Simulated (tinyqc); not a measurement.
# Junctionless gate-all-around wire, depletion approximation: two studies

A uniformly doped n-type wire of radius R under a surrounding gate; long channel. Below flat band a shell from radius rc to R is fully depleted and the neutral core, at channel potential V (0 at the source, Vd at the drain), carries the current with constant mobility; s = (rc/R)^2 is the share of the cross-section that conducts. The edge of the depleted shell is taken as abrupt, so there is no subthreshold current.

Inputs (values chosen for the exercise); material values close to those of gallium nitride: relative permittivity of the semiconductor eps_r = 9.64; relative permittivity of the gate insulator eox = 22; insulator thickness tox = 13 nm; wire radius R = 4 nm; donor density Nd = 1.6e19 cm^-3; flat-band voltage Vfb = 0.8 V; effective mobility in the wire mu = 82 cm^2/(V s); gate length L = 0.2 um; gate voltage Vg = 0.72 V.

Constants: q = 1.602176634e-19 C, eps0 = 8.8541878128e-14 F/cm where lengths are in cm. Results are converted to the units shown.

Each table varies one quantity; the others keep the values above.

## Effect of the wire radius on the threshold

Cox = eps0 eox/(R ln(1 + tox/R)); A = q Nd R^2/(4 eps0 eps_r); B = q Nd R/(2 Cox); VT = Vfb - A - B. The flat-band conductance is G0 = q mu Nd pi R^2/L.

Effect of the wire radius on the threshold:
```
R (nm),Cox (uF/cm^2),A (V),B (V),VT (V),G0 (uS)
1.3,6.2488,0.012689,0.026665,0.76065,0.55802
1.8,5.1365,0.024327,0.044916,0.73076,1.0698
2.4,4.3662,0.043248,0.070454,0.68630,1.9019
3.3,3.6956,0.081766,0.11445,0.60378,3.5958
4.4,3.2200,0.14536,0.17514,0.47949,6.3925
5.9,2.8359,0.26137,0.26666,0.27197,11.494
8,2.5230,0.48053,0.40642,-0.086952,21.132
```

Read the table: what changes, and by how much?

As R goes from 1.3 to 8 nm, VT falls from 0.761 to -0.0870 V and G0 rises from 0.558 to 21.1 uS. A + B goes on average as R^(1.71). The device is normally off (VT > 0) in 6 of the 7 rows. More conductance costs threshold voltage: the same dopants that conduct must be depleted. For R = 1.3 to 1.8 nm the radius is under two Debye lengths (at 300 K), so the depletion picture is rough. For R = 1.3 to 2.4 nm quantum confinement, left out here, matters.

## Output curve

s solves Vfb - Vg + V = A (1 - s + s ln s) + B (1 - s), and s = 0 where the left side exceeds A + B. I = (q mu Nd pi R^2/L)[g(s0) - g(sL)], g = A (s^2/4 - (s^2/2) ln s) + B s^2/2, with s0 at V = 0 and sL at V = Vd.

Results:
```
Vd (V),sL,I (uA),I/Vd (uS)
0.032,0.42885,0.083658,2.6143
0.063,0.31474,0.14434,2.2910
0.094,0.21555,0.18756,1.9954
0.125,0.13046,0.21571,1.7257
0.157,0.057644,0.23138,1.4738
0.188,0.0049006,0.23620,1.2564
0.25,0,0.23626,0.94502
```

Estimate the missing row, Vd = 0.219 V.

Computed row:
```
Vd (V),sL,I (uA),I/Vd (uS)
0.219,0,0.23626,1.0788
```

With this row back in the table: The current rises from 0.0837 to 0.236 uA; the conducting share at the drain falls from 0.429 to 0. The core closes at Vd = Vg - VT = 0.192 V, and the current is constant beyond.

Numbers from tinyqc (`OMP_NUM_THREADS=1 python tinyqc.py 2460002 2460003 out.jsonl`; about 0.01 s on one thread of a shared Intel Xeon 2.30GHz).
